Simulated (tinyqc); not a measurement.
Ion-assisted plasma etching: sheath, surface coverage, synergy and aspect-ratio dependence: one step, computed by the program tinyqc. Command: `OMP_NUM_THREADS=1 python tinyqc.py 3016013 3016014 out.jsonl etch walk`. One thread of a shared host (Intel(R) Xeon(R) Processor @ 2.30GHz), about 0.08 s of CPU time with the checks.

Radicals adsorb on bare sites; ions remove covered sites with a high yield and bare sites by sputtering; a slow spontaneous reaction acts everywhere, walls included.

Task: Fluxes. Bohm speed u_B = sqrt(e T_e/M_i); ion flux G_i = 0.61 n_e u_B; radical flux G_n = n c/4 with c = sqrt(8 k_B T_g/(pi M_n)).

Inputs (values chosen for the exercise, close to those used for silicon in a halogen plasma):
```
quantity                    value    unit
plasma density n_e        5.8e+09  1/cm^3
electron temperature T_e      3.3      eV
ion mass M_i                   80       u
radical density n           2e+13  1/cm^3
radical mass M_n               80       u
gas temperature T_g           400       K
```

Feature: long trench.

Constants: e = 1.602176634e-19 C; u = 1.6605390666e-27 kg; k_B = 1.380649e-23 J/K.

Give: Bohm speed; ion flux G_i; radical speed c; radical flux G_n; flux ratio G_n/G_i.

Result:

Bohm speed = 1.9950e+05 cm/s

ion flux G_i = 7.0583e+14 1/(cm^2 s)

radical speed c = 32537 cm/s

radical flux G_n = 1.6268e+17 1/(cm^2 s)

flux ratio G_n/G_i = 230.48
